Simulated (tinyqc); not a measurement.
Inside a calculation. Model: van der Pauw, Hall and four-point-probe measurements on a doped layer.

tinyqc, about 0.01 s, one thread, Intel Xeon 2.30GHz (shared host): `OMP_NUM_THREADS=1 python tinyqc.py 2850164 2850165 out.jsonl` Printed values are rounded.

A uniform n-type layer with sheet resistance Rs = 1/(q ns mu), point contacts, low field (mu B small).

Parameters, values chosen for the exercise: sheet density of the layer ns = 1.1e12 cm^-2; drift mobility mu = 1600 cm^2/(V s); Hall factor rH = 0.8; magnetic field B = 0.55 T; current I = 100 uA; side ratio a/b of a rectangular sample with corner contacts ar = 1.53; thickness of the layer t = 1600 nm.

Constants: q = 1.602176634e-19 C. Results are converted to the units shown.

## Resistances and Hall voltage

Rs = 1/(q ns mu). For a rectangle with contacts at the corners, RA = (8 Rs/pi) sum_(k>=0) ln coth((2k + 1) pi a/(2 b)) with current along a short side b and voltage along the opposite one, RB the same with a and b exchanged; Hall voltage VH = rH B I/(q ns), negative for electrons.

Rs = 3546.312 ohm/square
RA = 147.6692 ohm
RB = 2369.016 ohm
VH = -24.96604 mV

RB/RA = 16.0; for a square both equal Rs ln 2/pi = 782 ohm.

## Starting value

z = 2 ln 2/(pi (RA + RB)), exact for RA = RB.

z at the start = 0.1753383 mS

## Iteration 1: new z

The van der Pauw equation exp(-pi RA z) + exp(-pi RB z) = 1 is solved for z = 1/Rs: e1 = exp(-pi RA z), e2 = exp(-pi RB z), f = e1 + e2 - 1, f' = -pi (RA e1 + RB e2), z(new) = z - f/f'.

e1 = 0.9218781
e2 = 0.2711855
f = 0.1930636
f' = -2.445968 kohm
z after iteration 1 = 0.2542696 mS

## Iteration 2: new z

As before.

e1 = 0.8887317
e2 = 0.1507101
f = 0.03944178
f' = -1.533954 kohm
z after iteration 2 = 0.2799821 mS

## Course of the iteration

Stop when the step is below 1e-10 mS, or after 40 iterations.

Course of the iteration:
```
iteration  z before the step (mS)  step (mS)
1                       0.1753383     0.0789
2                       0.2542696     0.0257
3                       0.2799821    1.99e-3
4                       0.2819725    1.06e-5
5                       0.2819831   2.96e-10
6                       0.2819831          0
```

Converged in 6 iterations.

## Sheet density, mobility and bulk values

converged z = 0.2819831 mS

Rs = 1/z; Hall sheet density B I/(q |VH|); Hall mobility |VH|/(Rs B I); true values ns = rH times the Hall density, mu = Hall mobility/rH; bulk density ns/t, resistivity Rs t; correction factor F = Rs/[(pi/ln 2)(RA + RB)/2].

Rs = 3546.312 ohm/square
Hall sheet density = 1.375e12 cm^-2
Hall mobility = 1280 cm^2/(V s)
ns = 1.1e12 cm^-2
mu = 1600 cm^2/(V s)
bulk density = 6.875e15 cm^-3
resistivity = 0.5674099 ohm cm
F = 0.6218042

Taking the mean of RA and RB without F would overstate Rs by 61 %.
